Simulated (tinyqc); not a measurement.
# Isotype n-N heterojunction, non-linear Poisson equation by Newton steps, Boltzmann statistics: effect of the donor density of material 1

One dimension, material 1 (n-type) at x < 0 and material 2 (n-type) at x > 0. Band edges: Ec = -psi in material 1 and -psi + dEc in material 2, Ev = Ec - Eg. Equilibrium, Fermi level at 0. n = Nc F((EFn - Ec)/Vt), p = Nv F((Ev - EFp)/Vt), with F(eta) = exp(eta) (Boltzmann statistics); full ionisation, no interface charge, classical densities; the doping types are chosen for the exercise.

Exact first integral: on each side D^2/(2 eps0 er) = G, G = q [Vt (nI_j - nI_b) + Vt (pI_j - pI_b) - C (psi_j - psi_b)], with C = +N1 or +N2, b the neutral end of that side, and nI, pI the densities themselves. D is continuous, so er1 G1(psi_j) = er2 G2(psi_j) fixes psi_j. Ends from Nc1 F(psi_L/Vt) = N1 and Nc2 F((V + psi_R - dEc)/Vt) = N2. D is counted positive when psi rises towards material 2.

Parameters, values chosen for the exercise; band and dielectric values those of a made-up pair:

| symbol | value | unit | meaning |
|---|---|---|---|
| T | 300 | K | temperature |
| Eg1 | 1.21 | eV | band gap of material 1 |
| er1 | 10.7 |  | relative permittivity of material 1 |
| Nc1 | 2.67e19 | cm^-3 | conduction-band density of states of material 1 |
| Nv1 | 2.85e19 | cm^-3 | valence-band density of states of material 1 |
| Eg2 | 2.05 | eV | band gap of material 2 |
| er2 | 10.6 |  | relative permittivity of material 2 |
| Nc2 | 1.09e20 | cm^-3 | conduction-band density of states of material 2 |
| Nv2 | 8.58e19 | cm^-3 | valence-band density of states of material 2 |
| dEc | 0.3 | eV | conduction-band offset Ec2 - Ec1 |
| N2 | 3e17 | cm^-3 | donor density of material 2 |
| V | 0 | V | bias of side 1 against side 2 |

Constants: q = 1.602176634e-19 C, kB = 1.380649e-23 J/K, Vt = kB T/q, eps0 = 8.8541878128e-14 F/cm where lengths are in cm. Results are converted to the units shown.

Result of one run:
```
N1 (cm^-3)  psi_R - psi_L (V)  psi_j - psi_L (V)  psi_R - psi_j (V)  D/q (cm^-2)  n_j in 1 (cm^-3)  n_j in 2 (cm^-3)
1.4e17                 0.2833            0.07591             0.2074     7.989e11          2.639e18          9.829e13
```

What becomes of these results when the donor density of material 1 N1 is changed from 1.4e17 to 1.8e18 cm^-3, all else the same?

Result of the changed run:
```
N1 (cm^-3)  psi_R - psi_L (V)  psi_j - psi_L (V)  psi_R - psi_j (V)  D/q (cm^-2)  n_j in 1 (cm^-3)  n_j in 2 (cm^-3)
1.8e18                 0.2173            0.03000             0.1873     7.534e11          5.745e18          2.140e14
```

The whole series:
```
N1 (cm^-3)  psi_R - psi_L (V)  psi_j - psi_L (V)  psi_R - psi_j (V)  D/q (cm^-2)  n_j in 1 (cm^-3)  n_j in 2 (cm^-3)
1e16                   0.3516             0.1395             0.2121     8.090e11          2.205e18          8.213e13
2.5e16                 0.3279             0.1166             0.2113     8.074e11          2.270e18          8.456e13
5.8e16                 0.3061            0.09614             0.2100     8.045e11          2.391e18          8.905e13
1.4e17                 0.2833            0.07591             0.2074     7.989e11          2.639e18          9.829e13
3.2e17                 0.2620            0.05859             0.2034     7.899e11          3.086e18          1.150e14
7.6e17                 0.2396            0.04283             0.1968     7.751e11          3.984e18          1.484e14
1.8e18                 0.2173            0.03000             0.1873     7.534e11          5.745e18          2.140e14
4.2e18                 0.1954            0.02032             0.1751     7.243e11          9.217e18          3.433e14
```

As N1 goes from 1e16 to 4.2e18, the total bending falls from 0.352 to 0.195 V and the sheet charge D/q falls from 8.09e11 to 7.24e11 cm^-2; the share of the bending in material 1 falls from 39.7 to 10.4 %. In every row electrons move into material 1, which accumulates, while the other side depletes. For N1 = 4.2e18 a density at the interface exceeds 0.3 of the band density of states, which Boltzmann statistics overestimate.

Program tinyqc, `OMP_NUM_THREADS=1 python tinyqc.py 2040047 2040048 out.jsonl`; Intel Xeon 2.30GHz, shared host, one thread, about 0.01 s.
